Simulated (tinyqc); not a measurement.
# Signal and retention of a DRAM cell, step by step

Computed by the program tinyqc: `OMP_NUM_THREADS=1 python tinyqc.py 2130046 2130047 out.jsonl`, one thread of a shared Intel Xeon 2.30GHz, about 0.01 s for the whole run. Printed values are rounded.

A stored one starts at Vd and leaks: Cs dV/dt = -I(V), I = a sqrt((V + Vb)/(Vd + Vb)) + b, with a = Ig exp[-(Eg1 q/kB)(1/T - 1/T0)] (generation in a depletion layer) and b = Is exp[-(Es q/kB)(1/T - 1/T0)]. The bit line is precharged to Vd/2, and charge sharing gives the signal (V - Vd/2) Cs/(Cs + Cb).

Inputs (values chosen for the exercise):
- Vd = 1.1 V (array voltage)
- Cs = 24 fF (cell capacitance)
- Cb = 29 fF (bit-line capacitance)
- dm = 48 mV (smallest signal that the sense amplifier resolves)
- Vb = 1.41 V (built-in plus back-bias voltage of the storage junction)
- Ig = 0.85 fA (junction leakage at V = Vd and T0)
- Is = 0.13 fA (voltage-independent leakage at T0)
- Es = 0.4 eV (activation energy of Is)
- T0 = 358 K (reference temperature)
- T = 368 K (temperature)
- sg = 0.67 (deviation of ln(retention time) over the cells)
- Nc = 8.59e9 (cells)
- tr = 64 ms (refresh interval)
- Eg1 = 0.52 eV (activation energy of Ig)

Constants: q = 1.602176634e-19 C, kB = 1.380649e-23 J/K. Results are converted to the units shown.

Range of the model: Real arrays also hold a tail of unusually leaky cells and cells whose retention varies in time, which this model lacks.

## Signal and margin

The cell fails below Vc = Vd/2 + dm (Cs + Cb)/Cs.

transfer ratio = 0.452830
signal of a fresh one = 249.057 mV
Vc = 0.656 V
charge that may be lost = 10.6560 fC
the same in electrons = 66509.5

## Retention time

With s = sqrt((Vc + Vb)/(Vd + Vb)), the time from Vd to Vc is t = [2 Cs (Vd + Vb)/a] [1 - s - (b/a) ln((a + b)/(a s + b))].

a = 1.34382 fA
b = 0.184910 fA
retention time = 7.26608 s
estimate with the current held at a + b = 6.97049 s

The constant-current estimate is 4.1 % below the true time, since the junction leaks less as V falls.

## Failing cells

This time is the median of a log-normal spread: failing cells = Nc erfc(z/sqrt 2)/2, z = ln(t/tr)/sg. One failure is expected at the interval where that count equals 1.

z = 7.06282
failing cells = 0.00700763
interval for one failure = 104.015 ms

The weakest cell of the array lies about 6.34 deviations out, a factor of 69.9 below the median; the chosen interval is shorter than that time.
